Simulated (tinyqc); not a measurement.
Level and coupling from the resonance.

Inverse problem. One site of energy u is joined by hoppings -tc to two semi-infinite chains with hopping -t, t = 0.605 eV, and site energy 0. Each gives Sigma = tc^2 (E - i sqrt(4 t^2 - E^2))/(2 t^2) and Gamma = -2 Im Sigma; T(E) = 1 where E - u - 2 Re Sigma = 0. Find tc and u.

energy of full transmission = -0.69911787 eV
Gamma of one lead at that energy = 0.18239489 eV

Answer. Gamma = tc^2 sqrt(4 t^2 - E^2)/t^2 gives tc, and u = E (1 - tc^2/t^2).

tc = 0.260 eV
u = -0.570 eV

Program tinyqc, `OMP_NUM_THREADS=1 python tinyqc.py 2660030 2660031 out.jsonl`; Intel Xeon 2.30GHz, shared host, one thread, about 0.01 s.
